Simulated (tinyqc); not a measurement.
Worked calculation: Rutherford backscattering from a thin compound film on silicon: kinematics, yields, composition and thickness. Computed by tinyqc, a small Python program that keeps every step. Command: `OMP_NUM_THREADS=1 python tinyqc.py 3007999 3008000 out.jsonl rbs walk`. One thread of a shared host (Intel(R) Xeon(R) Processor @ 2.30GHz), about 0.01 s of CPU time with the checks. Intermediate numbers are printed to about 7 digits and carried at full precision; extremes and crossings named in words are read from the listed rows.

Singly charged helium ions (Z1 = 2, M1 = 4.0026 u) enter at the tilt angle a1 to the normal and leave at a2 = |180 - theta - tilt| in the same plane. The film is A B_x.

Inputs (values chosen for the exercise, modelled on a helium beam on SiGe):
```
quantity                                value           unit
beam energy E0                            1.8            MeV
scattering angle theta                    160        degrees
tilt of the sample                          0        degrees
heavy element: Z_A                         32              -
heavy element: mass M_A                  72.6              u
heavy element: stopping eps_A at 2 MeV   71.1  1e-15 eV cm^2
light element: Z_B                         14              -
light element: mass M_B                 28.09              u
light element: stopping eps_B at 2 MeV     49  1e-15 eV cm^2
atoms of B per atom of A, x              2.88              -
atomic density of the film                 48         1/nm^3
film thickness d                           61             nm
collected charge                           39   microcoulomb
detector solid angle                      2.5            msr
detector resolution (FWHM)                 16            keV
```

Constants: e^2/(4 pi eps_0) = 14.39964548 eV angstrom; e = 1.602176634e-19 C.

## Kinematics

Kinematic factor K = [(sqrt(M^2 - M1^2 sin^2 theta) + M1 cos theta)/(M + M1)]^2. Surface edges lie at K E0; substrate silicon has M = 28.09 u. Mass resolution at M_A = resolution/(E0 dK/dM).

kinematic factors: A 0.8072657, B 0.5731108, Si 0.5731108

surface edges (keV): A 1453.078, B 1031.599, Si 1031.599

mass resolution at M_A = 3.725972 u

K flattens for heavy targets, so masses within 3.7 u of A cannot be told apart.

## Peak widths (surface approximation)

Stopping per atom eps(E) = eps(2 MeV) (E/2 MeV)^(-0.4) (a law chosen for the exercise); Bragg rule eps_film = (eps_A + x eps_B)/(1 + x); areal density N d, with 1/nm^2 = 0.1 x 1e15/cm^2. Width of the signal of element i: [K_i eps(E0)/cos a1 + eps(K_i E0)/cos a2] N d; depth resolution = resolution x d/width of A; energy lost on the way in = eps(E0) N d/cos a1.

areal density N d = 292.8 1e15 atoms/cm^2

film stopping at E0 = 57.05025 1e-15 eV cm^2

widths (keV): A 32.85066, B 31.78336

depth resolution = 29.71021 nm

energy lost on the way in = 16.70431 keV

The signal of A spans 2.1 resolution widths, so its width measures the thickness. Caution: the silicon signal of the film merges with that of the substrate, so only the width of A can be read directly.

## Yields

Rutherford cross section in the laboratory frame: sigma = (Z1 Z e^2/(4 pi eps_0 4E))^2 (4/sin^4 theta) (r + cos theta)^2/r, r = sqrt(1 - (M1 sin theta/M)^2), times the screening factor 1 - 0.049 Z1 Z^(4/3)/E (E in keV); 1 angstrom^2 = 1e8 barn. Counts = (charge/e) x solid angle x sigma(E_mean) x areal density of the element/cos a1, E_mean = E0 - half the energy lost on the way in; 1 barn = 1e-24 cm^2. The ratio of areas returns x = (Y_B/Y_A)(sigma_A/sigma_B), with the counting error sqrt(1/Y_A + 1/Y_B).

cross sections (barn/sr): A 1.738301, B 0.323160

counts: A 79828.61, B 42740.90

ratio of areas Y_B/Y_A = 0.5354082

counting error of x without background = 0.5993633 %

The cross sections differ by 5.4, near (Z_A/Z_B)^2 = 5.2. The silicon signal of the film runs into that of the substrate and appears as a step, not a peak. Caution: film and substrate silicon overlap, so Y_B must be separated by a fit.

## Surface approximation against the full path

Surface approximation as above. Full path: dE/ds = -eps(E) integrates to E^1.4 = E(start)^1.4 - 1.4 eps(2 MeV) 2000^0.4 s (keV), applied in (s = N d/cos a1), then K, then out (s = N d/cos a2); width = K E0 - exit energy. The last column is the error in thickness if the full width is read with the surface formula.

Widths (keV):
```
d (nm)  A, surface   A, full   B, full  error (%)
5           2.6927    2.6937    2.6065   0.037103
10          5.3854    5.3894    5.2157   0.074289
20         10.7707   10.7867   10.4420   0.148910
50         26.9268   27.0277   26.1856   0.374800
100        53.8535   54.2619   52.6468   0.758223
150        80.7803   81.7098   79.3974   1.150676
200       107.7071  109.3793  106.4521   1.552597
300       161.5606  165.4167  161.5401   2.386762
```

The error grows roughly in proportion to thickness, from 0.04 % to 2.4 %, because the ion slows and the stopping rises along the path. The signals of A and B would overlap once the width of A exceeds the gap between the edges, 421 keV.

Checks made by the program: kinematic factor against energy and momentum conservation (relative difference below 1e-10).
